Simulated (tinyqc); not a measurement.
Magnetoresistance against angle.

Conductance G = G0 (1 + P1 P2 cos(phi)) at low bias, phi the angle between the magnetisations, normalised to Rp = RA/area at phi = 0.

Values chosen for this exercise: diameter Dm = 49 nm; spin polarisation of the reference layer P1 = 0.5; spin polarisation of the free layer P2 = 0.72; resistance-area product, parallel state RA = 14.3 ohm um^2.

Results:
```
phi (degree)	R (kohm)	R/Rp - 1 (%)	share of the full TMR (%)
0	7.583	0	0
20	7.706	1.622	1.442
45	8.221	8.405	7.471
70	9.183	21.09	18.75
90	10.31	36.00	32.00
110	11.76	55.10	48.97
135	13.84	82.44	73.28
180	16.11	112.5	100.0
```

Estimate the missing row, phi = 160 degree.

Computed row:
```
phi (degree)	R (kohm)	R/Rp - 1 (%)	share of the full TMR (%)
160	15.59	105.5	93.80
```

With this row back in the table: R rises from 7.58 to 16.1 kohm, TMR0 = 112 %. It is the conductance that follows cos(phi), so at 90 degrees R has covered only (1 - P1 P2)/2 = 32.0 % of its range.

tinyqc, about 0.01 s, one thread, Intel Xeon 2.30GHz (shared host): `OMP_NUM_THREADS=1 python tinyqc.py 2450068 2450069 out.jsonl`
